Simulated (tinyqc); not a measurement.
Comparisons within one model: phonon-assisted absorption at an indirect gap. A value that a table varies takes the place of the one given here.

alpha(E) = sum_j A_j [N_j (E - Eg + w_j)^2 + (N_j + 1)(E - Eg - w_j)^2], each bracket counted only where its base is positive; N_j = 1/(exp(w_j/kB T) - 1). The first term absorbs a phonon and the second emits one; excitons and direct transitions are left out.

Photodiode (Gaertner form with a dead layer): QE = (1 - R) exp(-alpha xj) [1 - exp(-alpha W)/(1 + alpha L)], R = ((nr - 1)/(nr + 1))^2; responsivity = QE/E in A/W for E in eV.

Constants: kB = 8.617333262e-05 eV/K.

Inputs chosen for the exercise (loosely those of Si at room temperature; Eg is not tied to T; the results hold for these values, not for the real material):

| symbol | value | unit | meaning |
|---|---|---|---|
| Eg | 1.111 | eV | indirect gap, held fixed unless listed |
| w | (57.9, 17.7) | meV | two zone-edge phonons |
| A | (2700, 460) | 1/(cm eV^2) | their strengths |
| T | 200 | K |  |
| nr | 3.65 |  | refractive index |
| xj | 0.8 | micrometre | dead layer at the surface |
| W | 0.74 | micrometre | depleted width |
| L | 4.5 | micrometre | minority diffusion length below it |
| E | 1.33 | eV | photon energy |

## The square root of alpha at three temperatures

The gap is held fixed, so only the phonon occupations change.

sqrt(alpha) (1/cm^(1/2)):

| E - Eg (eV) | 4 K | 150 K | 300 K |
|---|---|---|---|
| -0.04 | 0.000 | 0.100 | 0.321 |
| -0.02 | 0.000 | 0.211 | 0.680 |
| 0.00 | 0.000 | 0.391 | 1.107 |
| 0.02 | 0.049 | 0.644 | 1.619 |
| 0.04 | 0.478 | 1.061 | 2.259 |
| 0.07 | 1.286 | 1.949 | 3.441 |
| 0.10 | 2.811 | 3.459 | 5.113 |
| 0.15 | 5.564 | 6.302 | 8.303 |
| 0.20 | 8.355 | 9.227 | 11.638 |
| 0.30 | 13.961 | 15.134 | 18.426 |
| 0.45 | 22.385 | 24.030 | 28.694 |
| 0.60 | 30.813 | 32.939 | 38.993 |

Below the gap only phonon absorption acts: at E - Eg = -0.02 eV sqrt(alpha) is 0.000, 0.211 and 0.680 at 4, 150 and 300 K. A straight line through the last two rows meets the axis at E - Eg = +0.0516, +0.0454 and +0.0321 eV: the intercept is roughly a weighted mean of the thresholds, not the gap, and it moves from the emission side towards Eg as the occupations grow. At the last row alpha grows by a factor 1.60 from the lowest to the highest temperature at fixed gap.

## Spectral response

Response:

| E (eV) | wavelength (nm) | alpha (1/cm) | 1/alpha (micrometre) | dead layer | collected | QE | A/W |
|---|---|---|---|---|---|---|---|
| 1.13 | 1097 | 0.922 | 1.08e+04 | 1.000 | 0.000 | 0.000 | 0.000 |
| 1.17 | 1060 | 4.06 | 2.46e+03 | 1.000 | 0.002 | 0.001 | 0.001 |
| 1.23 | 1008 | 25.6 | 390 | 0.998 | 0.013 | 0.009 | 0.007 |
| 1.31 | 946 | 97.7 | 102 | 0.992 | 0.049 | 0.033 | 0.025 |
| 1.41 | 879 | 257 | 38.8 | 0.980 | 0.121 | 0.080 | 0.057 |
| 1.56 | 795 | 642 | 15.6 | 0.950 | 0.260 | 0.167 | 0.107 |
| 1.76 | 704 | 1.43e+03 | 7.01 | 0.892 | 0.452 | 0.272 | 0.155 |
| 2.01 | 617 | 2.84e+03 | 3.52 | 0.797 | 0.644 | 0.347 | 0.172 |
| 2.31 | 537 | 5.18e+03 | 1.93 | 0.661 | 0.795 | 0.355 | 0.154 |
| 2.71 | 458 | 9.37e+03 | 1.07 | 0.472 | 0.904 | 0.288 | 0.106 |

QE is highest, 0.355, at 2.31 eV of those listed and the responsivity at 2.01 eV; reflection alone caps QE at 0.675. Near the gap weak absorption limits it (collected share 0.000); at the top the dead layer passes 0.472. Far above the gap the quadratic law and a constant index are only rough.

## What moves the response

At the energy E. Each row changes one parameter from the base and keeps the others.

Results:

| case | alpha (1/cm) | QE |
|---|---|---|
| base | 123.5 | 0.0410 |
| Eg = 1.091 eV | 152.3 | 0.0498 |
| T = 250 K | 143.8 | 0.0472 |
| W = 1.48 micrometre | 123.5 | 0.0467 |
| L = 2.25 micrometre | 123.5 | 0.0240 |
| xj = 1.6 micrometre | 123.5 | 0.0405 |
| nr = 3.83 | 123.5 | 0.0398 |

The largest shifts from the base row, up to three for each result and ties (the steps differ in size, so this ranks the rows, not the parameters). alpha (1/cm): Eg +28.8, T +20.3; unchanged at the printed digits by W, L, xj and nr. QE: L -0.0170, Eg +0.0088, T +0.0063.

(tinyqc, `OMP_NUM_THREADS=1 python tinyqc.py 1652527 1652528 out.jsonl`, Intel(R) Xeon(R) Processor @ 2.30GHz, 1 thread, shared host, about 0.01 s.)
